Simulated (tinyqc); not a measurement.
# Worked calculation: deep-level transient spectroscopy

Program tinyqc, `OMP_NUM_THREADS=1 python tinyqc.py 2050173 2050174 out.jsonl`; Intel Xeon 2.30GHz, shared host, one thread, about 0.01 s. Printed values are rounded.

Schottky contact on an n-type layer with shallow donors Nd (all ionised) and a donor-like deep trap, neutral when filled and positive when empty; depletion approximation. Traps within lam of the depletion edge stay filled. A long pulse to Vp fills the traps beyond x1 = Wp - lam; back at Vr those between x1 and x2 = Wr - lam emit. A rate window reads S = C(t2) - C(t1).

Parameters, values chosen for the exercise; material values close to those of indium phosphide:
```
symbol    value   unit                                      meaning
eps_r      12.3                               relative permittivity
Nc      5.76e17  cm^-3   conduction-band density of states at 300 K
vth         4e7   cm/s                    thermal velocity at 300 K
Nd       1.8e15  cm^-3                        shallow donor density
Vbi        0.62      V                             built-in voltage
Et          0.3     eV  depth of the trap below the conduction edge
sn      4.8e-14   cm^2                        capture cross-section
Nt         4e12  cm^-3                                 trap density
Vr          6.7      V                                 reverse bias
Vp          0.2      V        reverse bias during the filling pulse
t1            1     ms                          first sampling time
t2          2.5     ms                         second sampling time
T           161      K                 temperature of the transient
F            60  kV/cm                            field at the trap
```

Constants: q = 1.602176634e-19 C, kB = 1.380649e-23 J/K, eps0 = 8.8541878128e-14 F/cm where lengths are in cm. Results are converted to the units shown.

## Emission rate and rate window

Emission rate en = sn vth(T) Nc(T) exp(-Et/kB T) = sn g T^2 exp(-Et/kB T), g = vth Nc/(300 K)^2, as vth goes as T^0.5 and Nc as T^1.5 (degeneracy factor 1). For an exponential transient S peaks where en = ew = ln(t2/t1)/(t2 - t1).

g = 2.56e20 cm^-2 s^-1 K^-2
en = 129.4917 1/s
1/en = 7.722503 ms
ew = 610.8605 1/s

## Widths

lam = sqrt(2 eps0 eps_r (EF - ET)/(q Nd)), EF - ET = Et - (kB T/q) ln(Nc(T)/Nd), Nc(T) = Nc (T/300 K)^1.5. In the steady state at the band bending V, 2 eps0 eps_r V/q = Nd W^2 + Nt (W - lam)^2 (the second term only if W > lam). V = Vbi + Vr gives Wr and V = Vbi + Vp gives Wp; x1 = max(Wp - lam, 0).

lam = 419.4273 nm
Wr = 2349.528 nm
Wp = 786.7780 nm
x1 = 367.3507 nm
x2 = 1930.101 nm
G = (x2^2 - x1^2)/Wr^2 = 0.6503911

The rule Nt = 2 Nd |dC|/C assumes G = 1 and would understate Nt by a factor of about 1/G = 1.54 here (the limit of small Nt/Nd).

## The transient

t, sample 0 to 6 (ms): 0  0.5  1  1.75  2.5  5  12.5

W(t)^2 = Wr^2 + (Nt/Nd)(x2^2 - x1^2) exp(-en t), C = eps0 eps_r/W; for small Nt, dC/C = -(Nt/2 Nd) G exp(-en t) with G = (x2^2 - x1^2)/Wr^2. S = C(t2) - C(t1).

```
sample  C (nF/cm^2)  C - C(final) (pF/cm^2)
0          4.631905               -3.346069
1          4.632114               -3.136502
2          4.632311               -2.940048
3          4.632583               -2.668176
4          4.632829               -2.421425
5          4.633499               -1.752150
6          4.634587               -0.663656
```

S = 0.5186228 pF/cm^2

## Step 1: peak temperature

T at the start = 300 K

Fixed-point step for en(T) = ew: T(new) = (Et q/kB)/ln(sn g T^2/ew), g = vth Nc/(300 K)^2.

T after step 1 = 163.3149 K

## Course of the iteration for the peak temperature

Start from 300 K; stop when T changes by less than 1e-8 K.

Course of the iteration:
```
step     T (K)  change (K)
1     163.3149         137
2     173.1964        9.88
3     172.1899        1.01
4     172.2892      0.0993
5     172.2794     9.83e-3
6     172.2804     9.73e-4
7     172.2803     9.63e-5
8     172.2803     9.53e-6
9     172.2803     9.44e-7
10    172.2803     9.34e-8
11    172.2803     9.24e-9
```

Converged in 11 steps; each multiplies the error by -2 kB T/Et = -0.099.

## Poole-Frenkel lowering

A Coulomb centre of charge +q (when empty) in the field F lowers its barrier by dE = sqrt(q F/(pi eps0 eps_r)) along the field. One-dimensional rate: en exp(b), b = dE/kB T; three-dimensional (Hartke): en {[1 + (b - 1) exp(b)]/b^2 + 1/2}.

dE = 53.00648 meV
b = 3.820588
rate, one-dimensional = 5908.839 1/s
rate, three-dimensional = 1215.394 1/s

The one-dimensional form is 4.86 times the three-dimensional one, which counts the directions in which the barrier is lowered less or not at all.
